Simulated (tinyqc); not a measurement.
Splitting against the electric field: valley splitting in a one-orbital chain of atomic planes (second-neighbour model).

Each (001) plane carries one orbital with energy e0, hopping v to the next plane and u to the second: E(phi) = e0 + 2 v cos(phi) + 2 u cos(2 phi), where phi = pi - k a/4 (the sign of every second orbital is chosen so that v > 0, which shifts the phase by pi). The minimum lies at cos(phi0) = -v/(4u), phi0 = pi - (pi/2) k0 for a valley at k0 (2 pi/a), and e0 puts it at zero. A slab of N planes has hard walls: the matrix simply ends.

Inputs chosen for the exercise (out of a larger set: near those of the Delta valleys of silicon; abrupt walls in this chain split the valleys several times more than measured wells; not measured data): a = 5.434 angstrom (lattice constant; planes lie a/4 apart); Nf = 120 (planes in the thick slab).

u = 0.613350 eV
v = 0.583971 eV
e0 = 1.365700 eV

A thick slab in a field F: plane j = 0, 1, ... gains the energy F j a/4 (1 MV/m = 1e-4 V/angstrom), which presses the electron against the first wall. The exponent is the slope of ln(splitting) against ln F between 20 and 50 MV/m.

Doublet:

| F (MV/m) | mean level (meV) | splitting (meV) | splitting/F (meV per MV/m) |
|---|---|---|---|
| 1 | 7.97 | 0.1413 | 0.1413 |
| 2 | 12.56 | 0.2799 | 0.1399 |
| 5 | 22.86 | 0.6996 | 0.1399 |
| 10 | 35.85 | 1.3996 | 0.1400 |
| 20 | 56.02 | 2.8004 | 0.1400 |
| 30 | 72.58 | 4.2021 | 0.1401 |
| 50 | 100.32 | 7.0078 | 0.1402 |

exponent = 1.00

What does the comparison show, and why?

The splitting goes from 0.1413 to 7.0078 meV. At high field it grows as F^1.00: at a single hard wall it follows the squared slope of the envelope, which is proportional to F, while the level itself grows about as F^(2/3) (here F^0.64). A hard wall is the sharpest interface possible; real Si interfaces split several times less.

tinyqc: `OMP_NUM_THREADS=1 python tinyqc.py 1481636 1481637 out.jsonl`; about 0.01 s, one thread, shared Intel(R) Xeon(R) Processor @ 2.30GHz.
